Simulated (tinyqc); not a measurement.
Arrhenius plot: admittance spectroscopy and thermally stimulated current of one trap level in a depletion layer. Computed by tinyqc, a small Python program. Command: `OMP_NUM_THREADS=1 python tinyqc.py 3113059 3113060 out.jsonl admit walk`. One thread of a shared host (Intel(R) Xeon(R) Processor @ 2.30GHz), about 0.01 s of CPU time with the checks.

A Schottky junction on n-type material holds one donor-like electron trap; shallow donors are fully ionised and abrupt depletion edges are assumed.

Inputs (values chosen for the exercise, modelled on n-type GaAs):
```
quantity                         value    unit
density-of-states mass m        0.0651     m_0
shallow doping N               3.9e+15  1/cm^3
trap depth E_t below the band    0.477      eV
capture cross section sigma    6.8e-14    cm^2
test frequency f                100000      Hz
```

Constants: k_B = 1.380649e-23 J/K; m_0 = 9.1093837015e-31 kg; h = 6.62607015e-34 J s; k_B = 8.617333262e-05 eV/K.

Method:
- N_c = 2 (2 pi m k_B T/h^2)^(3/2), v_th = sqrt(3 k_B T/m), emission rate e_n = sigma v_th N_c exp(-E_t/(k_B T)).
- Where the level crosses the Fermi level capture equals emission, so the trap follows the signal with the rate 2 e_n; G/omega peaks at omega = 2 e_n (the correction for large N_t/N is left out).
- Solve 2 e_n(T_p) = 2 pi f.
- T_p for 0.1, 0.3, 1, 3 and 10 f; least-squares lines of ln(e_n/T^2) and of ln(e_n) against 1/(k_B T), e_n = pi f; sigma = exp(intercept)/(v_th N_c/T^2).

peak temperature T_p = 355.447 K

Peaks:
```
f (Hz)    T_p (K)  1/(k_B T) (1/eV)  ln(e_n/T^2)  ln(e_n)
1.00e+04   314.02            36.955      -1.1438   10.355
3.00e+04   332.58            34.893      -0.1601   11.454
1.00e+05   355.45            32.648       0.9109   12.658
3.00e+05   379.06            30.614       1.8809   13.756
1.00e+06   408.55            28.404       2.9350   14.960
```

depth from e_n/T^2 = 0.477 eV

cross section from the intercept = 6.80e-14 cm^2

depth without the T^2 = 0.53848 eV

Leaving out T^2 adds 61 meV, near 2 k_B T_p = 61 meV.

Extremes, crossings and ranges named in words are read from the listed rows.
